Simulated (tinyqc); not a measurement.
Interface traps from C-V curves, high-low and Terman methods: one step of the calculation.

MOS capacitor on an n-type substrate; psi is the band bending, negative in depletion; only majority carriers are counted. At the bending psi the Fermi level lies y = xi - psi below the conduction edge at the surface, xi = Vt ln(Nc/Nd). Dit(y) = D0 + D1 exp(-y/E1); traps fill up to the Fermi level, follow the bias and a slow signal, and do not follow a fast one. V is the gate voltage from flat band.

Task. The curves. Cox = 3.9 eps0/EOT, LD = sqrt(eps0 eps_r Vt/(q Nd)), u = psi/Vt, Cd = (eps0 eps_r/(sqrt(2) LD)) |exp(u) - 1|/sqrt(exp(u) - u - 1). Ideal V0 = psi - sqrt(2) (eps0 eps_r Vt/LD) sqrt(exp(u) - u - 1)/Cox for psi < 0; the traps add dV = (q/Cox) times the integral of Dit from 0 to psi = (q/Cox) [D0 psi + D1 E1 exp(-xi/E1) (exp(psi/E1) - 1)]. 1/C_HF = 1/Cox + 1/Cd, 1/C_LF = 1/Cox + 1/(Cd + q Dit). Take n equally spaced psi from pa to pb.

Inputs (values chosen for the exercise); band and dielectric values close to those of silicon: temperature T = 200 K; relative permittivity eps_r = 11.5; conduction-band density of states at T Nc = 1.54e19 cm^-3; donor density Nd = 2.8e17 cm^-3; equivalent oxide thickness EOT = 7.1 nm; trap density far from the band edge D0 = 2.9e10 cm^-2 eV^-1; band-tail density at the conduction edge D1 = 6.1e11 cm^-2 eV^-1; decay energy of the tail E1 = 0.08 eV; points n = 10; deepest band bending pa = -0.77 V; shallowest band bending pb = -0.026 V.

Constants: q = 1.602176634e-19 C, kB = 1.380649e-23 J/K, Vt = kB T/q, eps0 = 8.8541878128e-14 F/cm where lengths are in cm. Results are converted to the units shown.

Give: psi; y; Dit; V0; V; C_HF; C_LF; Cox.

Result.

```
point,psi (V),y (eV),Dit (cm^-2 eV^-1),V0 (V),V (V),C_HF (nF/cm^2),C_LF (nF/cm^2)
0,-0.77000,0.83907,2.9017e10,-1.3092,-1.3233,128.25,130.76
1,-0.68733,0.75640,2.9048e10,-1.1961,-1.2094,133.82,136.25
2,-0.60467,0.67373,2.9134e10,-1.0810,-1.0935,140.30,142.65
3,-0.52200,0.59107,2.9377e10,-0.9635,-0.9753,147.99,150.25
4,-0.43933,0.50840,3.0060e10,-0.8431,-0.8540,157.35,159.54
5,-0.35667,0.42573,3.1980e10,-0.7187,-0.7288,169.17,171.34
6,-0.27400,0.34307,3.7374e10,-0.5889,-0.5981,184.88,187.16
7,-0.19133,0.26040,5.2535e10,-0.4506,-0.4586,207.59,210.33
8,-0.10867,0.17773,9.5143e10,-0.2966,-0.3027,246.25,249.91
9,-0.02600,0.09507,2.1489e11,-0.0957,-0.0978,332.34,335.71
```

Cox = 486.36 nF/cm^2

At the deepest bending the traps stretch the gate voltage from -1.31 to -1.32 V.

Range of the model: Traps more than about 25 kB T below the conduction edge emit electrons too slowly to follow an ordinary sweep, so the deepest points are idealised.

Program tinyqc, `OMP_NUM_THREADS=1 python tinyqc.py 2030038 2030039 out.jsonl`; Intel Xeon 2.30GHz, shared host, one thread, about 0.01 s.
